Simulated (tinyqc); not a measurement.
Valence-band offset from core levels (Kraut method), with the dipole against the affinity rule: one step of the calculation.

Binding energies are counted downwards from the Fermi level. dEv > 0 means that the valence edge of B lies below that of A, dEc > 0 that the conduction edge of B lies above that of A; dEc + dEv = EgB - EgA. The spectra are made-up values treated as data.

Question. Valence-band maximum of bare A. Fit a straight line to the leading edge by least squares; the maximum vA lies where it meets the background.

Inputs (values chosen for the exercise):

| symbol | value | unit | meaning |
|---|---|---|---|
| bg | 90 |  | background counts in the gap |

```
point  binding energy (eV)  counts on the leading edge
0                     0.68                         309
1                      0.8                         413
2                     0.92                         523
3                     1.04                         624
4                     1.16                         734
5                     1.28                         837
```

Wanted: slope; intercept; vA.

Answer.

slope = 881.9 counts/eV
intercept = -290.9 counts
vA = 0.4319 eV

Numbers from tinyqc (`OMP_NUM_THREADS=1 python tinyqc.py 2410168 2410169 out.jsonl`; about 0.01 s on one thread of a shared Intel Xeon 2.30GHz).
